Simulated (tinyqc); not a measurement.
# Worked calculation: strained alloy layer of GaSb and GaAs on (001) InP, model-solid band line-up

tinyqc, about 0.01 s, one thread, Intel Xeon 2.30GHz (shared host): `OMP_NUM_THREADS=1 python tinyqc.py 2690005 2690006 out.jsonl` Printed values are rounded.

The layer is x parts of the first compound and 1 - x of the second, grown coherently on the third as substrate and barrier. Rows of the table: lattice constant a, average valence level Ea on an absolute scale, spin-orbit splitting so, gaps at Gamma, X and L, hydrostatic deformation potentials av and ac (Gamma), shear potential b, elastic constants, electron and heavy-hole (along z) masses. All are interpolated linearly in x; gaps get -C x (1 - x), taken wholly in the conduction band; real line-ups can differ from this model by 0.1 eV or more.

Values chosen for this exercise: fraction of the first compound in the layer x = 0.49; bowing of the Gamma gap CG = 1.43 eV; bowing of the X gap CX = 1.2 eV; bowing of the L gap CL = 1.2 eV; layer thickness Lw = 9.9 nm.

Constants: q = 1.602176634e-19 C, hbar = 1.054571817e-34 J s, h = 6.62607015e-34 J s, m0 = 9.1093837015e-31 kg, c = 299792458 m/s, hbar^2/(2 m0) = 0.0380998212 eV nm^2. Results are converted to the units shown.

## Relaxed alloy and strain

Binary compounds, values chosen for the exercise:

|  | close to GaSb | close to GaAs | close to InP |
|---|---|---|---|
| a (angstrom) | 6.096 | 5.653 | 5.869 |
| Ea (eV) | -6.25 | -6.92 | -7.04 |
| so (eV) | 0.755 | 0.337 | 0.11 |
| EG (eV) | 0.732 | 1.4 | 1.33 |
| EX (eV) | 1.02 | 1.87 | 2.22 |
| EL (eV) | 0.8 | 1.71 | 1.96 |
| av (eV) | 0.78 | 1.17 | 1.26 |
| ac (eV) | -6.89 | -7.13 | -5.05 |
| b (eV) | -1.99 | -1.71 | -1.7 |
| c11 (GPa) | 88.5 | 119 | 101 |
| c12 (GPa) | 39.9 | 54.5 | 56.1 |
| me (m0) | 0.0384 | 0.066 | 0.0801 |
| mh (m0) | 0.247 | 0.346 | 0.533 |

In-plane strain e = (a_substrate - a)/a, e_z = -2 (c12/c11) e, volume change 2 e + e_z.

a = 5.870070 angstrom
Gamma gap = 0.7153230 eV
X gap = 1.153620 eV
L gap = 0.9642200 eV
e = -0.01822806 %
e_z = 0.01658788 %
volume change = -0.01986825 %

The relaxed alloy has its lowest gap at Gamma (direct). The layer is under compressive in-plane strain.

## Band edges and offsets

In-plane strain e = (a_substrate - a)/a, e_z = -2 (c12/c11) e, volume change 2 e + e_z. With v = 2 e + e_z and d = 2 b (e_z - e): Eav = Ea + av v; E_hh = Eav + so/3 - d/2; E_lh = Eav - so/6 + d/4 + sqrt(so^2 + so d + 9 d^2/4)/2; E_c = Ea + so/3 + EG + ac v (Gamma). Substrate: E_v = Ea + so/3, E_c = E_v + EG. Well depths: dEc = E_c(substrate) - E_c, dEhh = E_hh - E_v(substrate), dElh likewise; strained Gamma gap E_c - max(E_hh, E_lh); positive values confine carriers in the layer.

d = -0.001286240 eV
E_hh = -6.410645 eV
E_lh = -6.411929 eV
E_c = -5.694377 eV
strained Gamma gap = 0.7162676 eV
dEc = 0.02104376 eV
dEhh = 0.5926886 eV
dElh = 0.5914039 eV

The heavy-hole band lies on top, by 1.28 meV. At Gamma the line-up is type I, both carriers held in the layer.

## Electron to heavy-hole transition of the well

Lowest level of a finite well of width Lw and depth V: kw Lw/2 = arctan(sqrt((mw/mb)(V - E)/E)), kw = sqrt(mw E/C), C = hbar^2/(2 m0), for electrons (dEc) and heavy holes (dEhh), mb from the substrate; transition E_c - E_hh + both levels, without exciton binding; wavelength h c/E.

electron mass in the layer = 0.05247600 m0
heavy-hole mass in the layer = 0.2974900 m0
electron level = 11.67018 meV
heavy-hole level = 10.18107 meV
transition energy = 0.7381189 eV
wavelength = 1679.732 nm
